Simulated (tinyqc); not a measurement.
Gaps against temperature: band gaps under pressure and temperature from deformation potentials.

Murnaghan: V/V0 = (1 + Bp P/B0)^(-1/Bp), B0 = (C11 + 2 C12)/3. Each gap moves by a ln(V/V0) with its volume potential a, and falls with temperature by aV T^2/(T + bV) (Varshni); the two effects are added. No change of phase is considered.

Constants: hc = 1239.841984 eV nm.

Parameters, chosen for this exercise (near those of InP, the X and L potentials typical of such crystals; shifted at random, so the results belong to these values and not to a real crystal):
```
symbol  value                 unit   meaning
Eg      1.439                 eV     gap at Gamma to the s-like level at 0 K, 0 GPa
EgX     2.355                 eV     gap to X at 0 K, 0 GPa
EgL     2.027                 eV     gap to L at 0 K, 0 GPa
C11     100.1                 GPa
C12     57.1                  GPa
Bp      4.87                         pressure derivative of the bulk modulus
aG      -6.5                  eV     volume potential of the Gamma gap
aX      1.33                  eV     volume potential of the X gap
aL      -3                    eV     volume potential of the L gap
aV      (0.369, 0.46, 0.357)  meV/K  Varshni alpha of Gamma, X, L
bV      (173, 185, 160)       K      Varshni beta of Gamma, X, L
P       1.4                   GPa    pressure
```

At the pressure P; wavelength hc/E of the lowest gap.

Gaps (eV):
```
T (K)   Gamma       X       L  lowest  wavelength (nm)
0      1.5607  2.3301  2.0832   Gamma            794.4
50     1.5565  2.3252  2.0789   Gamma            796.5
100    1.5472  2.3140  2.0694   Gamma            801.4
200    1.5211  2.2823  2.0435   Gamma            815.1
300    1.4905  2.2447  2.0133   Gamma            831.9
400    1.4576  2.2043  1.9812   Gamma            850.6
500    1.4236  2.1622  1.9479   Gamma            870.9
600    1.3888  2.1191  1.9141   Gamma            892.7
```

What can be read from this table?

From 0 to 100 K the Gamma gap falls by 13.5 meV, from 500 to 600 K by 34.8 meV: quadratic below bV, linear with a slope tending to aV = 0.369 meV/K above. Gamma stays lowest. A pressure of 0.77 GPa, with the slope -aG/B0 at zero pressure, would undo the fall of the Gamma gap from 0 to 300 K.

Run: tinyqc, `OMP_NUM_THREADS=1 python tinyqc.py 1080144 1080145 out.jsonl`; Intel(R) Xeon(R) Processor @ 2.30GHz, one thread, shared host; about 0.01 s of CPU time with all checks.
